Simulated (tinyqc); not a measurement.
From results back to parameters: Koster-Slater impurity in an sp3s* host.

Problem. In the Koster-Slater model a defect shifts the s level of its site by Vs and the p levels by Vp; an A1 level solves 1/Vs = G_s(E) and a T2 level 1/Vp = G_p(E), E from the top of the valence band. A defect has an A1 level at E = 0.5826 eV, one of the energies of the table, and a T2 level at 0.9711 eV.

G(E) of the host (1/eV):
```
E (eV)         G_s         G_p
0.0000  -0.0950930  -0.0044354
0.1942  -0.1140641  -0.0370538
0.3884  -0.1358893  -0.0612917
0.5826  -0.1618391  -0.0842248
0.7768  -0.1937915  -0.1081482
0.9711  -0.2348235  -0.1351344
1.1653  -0.2905452  -0.1681748
1.3595  -0.3728779  -0.2130406
1.5537  -0.5156327  -0.2847126
```

Find: Vs, Vp.

Solution. Read G_s and G_p at the two energies and invert them. Vs is attractive and pulls its level down from the conduction bands. Vp is attractive and pulls its level down from the conduction bands.

Vs, Vp (eV): -6.2  -7.4

(tinyqc, `OMP_NUM_THREADS=1 python tinyqc.py 1480371 1480372 out.jsonl`, Intel(R) Xeon(R) Processor @ 2.30GHz, 1 thread, shared host, about 0.01 s.)
